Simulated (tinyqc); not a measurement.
# Worked calculation: double-gate transistor, scale length and short-channel effects

Numbers from tinyqc (`OMP_NUM_THREADS=1 python tinyqc.py 2420161 2420162 out.jsonl`; about 0.01 s on one thread of a shared Intel Xeon 2.30GHz). Printed values are rounded.

A body of thickness ts between two insulators of thickness ti and two tied gates. Below threshold the potential that source and drain add obeys Laplace's equation and vanishes on the gate. Its lowest mode decays along the channel as exp(-k y); k is the smallest positive root of the matching condition at the interface, and the scale length is Lambda = pi/k.

Values chosen for this exercise; permittivities: semiconductor close to that of In0.53Ga0.47As, insulator close to that of silicon nitride: temperature T = 293 K; relative permittivity of the semiconductor eps_r = 14.1; relative permittivity of the insulator ei = 7.81; insulator thickness ti = 2.9 nm; body thickness ts = 6.8 nm; channel length L = 27 nm; potential of the source Vbi = 1 V; potential of the barrier top at threshold sT = 0.49 V; long-channel threshold VTL = 0.4 V; long-channel body factor m = 1; drain voltage Vds = 0.7 V.

Constants: q = 1.602176634e-19 C, kB = 1.380649e-23 J/K, Vt = kB T/q. Results are converted to the units shown.

## Scan of the matching condition

k, point 0 to 7 (1/nm): 0.03375  0.0675  0.10125  0.135  0.16875  0.2025  0.23625  0.27

f(k) = ei cos(k ti) cos(k ts/2) - eps_r sin(k ti) sin(k ts/2).

f(k), point 0 to 7: 7.56374  6.83609  5.65987  4.08816  2.19189  0.05665  -2.22118  -4.53874

The first change of sign lies between k = 0.2025 and 0.23625 1/nm.

## Iteration 1: decay constant by Newton steps

k at the start = 0.2025 1/nm

f(k) = ei cos(k ti) cos(k ts/2) - eps_r sin(k ti) sin(k ts/2); f' by a central difference with +/- 1e-5 1/nm; k(new) = k - f/f'.

f = 0.0566475
f' = -65.8753 nm
k after iteration 1 = 0.203360 1/nm

## Iteration 2: decay constant by Newton steps

As before.

f = -4.61796e-5
f' = -65.9823 nm
k after iteration 2 = 0.203359 1/nm

## Course of the iteration: decay constant by Newton steps

Stop when k changes by less than 1e-10 1/nm, or after 30 iterations.

Course of the iteration:
```
iteration  k (1/nm)  |change| (1/nm)
1          0.203360          8.60e-4
2          0.203359          7.00e-7
3          0.203359         4.58e-13
```

Converged in 3 iterations. The change falls from 8.6e-4 in the first iteration to below the tolerance in the last.

## Scale length against simple estimates

k = 0.203359 1/nm

Lambda = pi/k and l = 1/k. A parabolic potential across the structure gives l(parabolic) = sqrt((eps_r/(2 ei)) ts ti (1 + ei ts/(4 eps_r ti))).

Lambda = 15.4485 nm
l = 4.91741 nm
l(parabolic) = 4.85603 nm

The parabolic estimate is 1.2 % below l.

## Threshold shift, barrier position and swing

Along the channel psi(y) = s + a exp(y/l) + b exp(-y/l) with psi(0) = Vbi, psi(L) = Vbi + Vds and l = 1/k = Lambda/pi; with A = Vbi - s, B = A + Vds, x = exp(-L/l): a = (B - A x) x/(1 - x^2), b = (A - B x)/(1 - x^2). The minimum is s + 2 sqrt(a b), at y = (l/2) ln(b/a). The long-channel potential follows the gate as s = sT + (Vg - VTL)/m, and the threshold VT is the gate voltage at which the minimum equals sT. Swing = m Vt ln 10/g at threshold, g = d(minimum)/ds = 1 - (b x + a)/((1 + x) sqrt(a b)).

s at threshold = 0.373529 V
a = 0.00546107 V
b = 0.621010 V
position of the minimum = 11.6388 nm
VT = 0.283529 V
swing = 67.3821 mV/decade

The threshold lies 116 mV below the long-channel value, and the barrier top sits at 0.43 L from the source.
